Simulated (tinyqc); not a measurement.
Worked calculation: donor or exciton in a quantum well (variational effective-mass method). Computed by tinyqc, a small Python program that keeps every step. Command: `OMP_NUM_THREADS=1 python tinyqc.py 3008056 3008057 out.jsonl welldonor walk`. One thread of a shared host (Intel(R) Xeon(R) Processor @ 2.30GHz), about 0.06 s of CPU time with the checks. Intermediate numbers are printed to about 7 digits and carried at full precision; extremes and crossings named in words are read from the listed rows.

H = -nabla^2 - 2/|r - r_i| + V(z) in effective units; trial function psi = f(z) exp(-|r - r_i|/lambda), f the ground state of the well. Mass and screening are the same in well and barrier; l = L/a* is the width in effective units. Bands are flat: no polarisation or applied field.

Inputs (values chosen for the exercise, for a model semiconductor):
```
quantity                              value  unit
electron mass m                       0.187   m_0
dielectric constant eps                11.1     -
well width L                            9.3    nm
trial radius lambda                     1.3    a*
donor position z_i/L from the centre      0     -
```

Centre: donor. Barriers: infinite.

Constants: Ry = 13.605693123 eV; a_0 = 0.529177210903 angstrom; hbar^2/(2 m_0) = 3.80998212 eV angstrom^2.

## Effective units

Ry* = Ry m/eps^2, a* = a_0 eps/m; l = L/a*.

mass used = 0.187 m_0

Ry* = 20.64982 meV

a* = 3.141105 nm

l = 2.960741

## The subband

k = pi/l; f = cos(k z) inside and zero outside; subband energy k^2 Ry*.

k = 1.061083 1/a*

subband energy = 23.24958 meV

## Binding at the trial radius

Binding E_b(lambda) = -1/lambda^2 + 4 A/(lambda B), with A = int f^2 exp(-2 s/lambda) dz, B = int f^2 exp(-2 s/lambda)(1 + 2 s/lambda) dz and s = |z - z_i|; 40 Gauss-Legendre points on each piece between the walls at z = -l/2 and l/2 and z_i.

A = 0.8302341 a*

B = 1.237296 a*

E_b(lambda) = 1.472920 Ry*

## Best radius

Golden-section search for the maximum over lambda from 0.3 to 4, 40 steps.

best lambda = 1.012244 a*

binding in Ry* = 1.530922

binding energy = 31.61327 meV

radius lambda a* = 3.179564 nm

Confinement changes the binding by a factor 1.531 against the bulk value (limits: 4 in two dimensions, 1 inside a wide well).

## Binding against well width

Each row maximises over lambda (golden section, 0.3 to 4).

Against width:
```
L (nm)  lambda (a*)  binding (Ry*)  binding (meV)
0.74       0.610795       3.227085       66.63872
1.40       0.681534       2.833026       58.50148
2.80       0.790066       2.336149       48.24106
5.10       0.904416       1.906593       39.37080
9.30       1.012244       1.530922       31.61327
17.00      1.062430       1.251011       25.83316
30.00      1.042078       1.098715       22.68827
```

The binding is largest in the narrowest well, 3.227 Ry* at 0.74 nm, on the way to 4. In the widest well it is 1.099 Ry*. In the narrow rows the confinement energy passes real barrier heights: infinite walls and a parabolic band fail, and with real barriers the binding peaks and falls.

## Binding against position

The formulas are those given above.

Against position:
```
z_i/L  lambda (a*)  binding (Ry*)  binding (meV)
0.0       1.012244       1.530922       31.61327
0.1       1.020331       1.477412       30.50829
0.2       1.061734       1.316958       27.19495
0.3       1.206834       1.069609       22.08723
0.4       1.544460       0.823466       17.00442
0.5       1.943377       0.658692       13.60188
```

From the centre to the wall the binding falls from 31.613 to 13.602 meV, 43 % of the centre value, since the walls keep the electron away from an off-centre ion; uniform doping thus gives a band of levels 18.011 meV wide, with a peak in its density at the centre value, where the slope vanishes.

Checks made by the program: the two-dimensional limit, 4 Ry* (relative difference 2e-03).
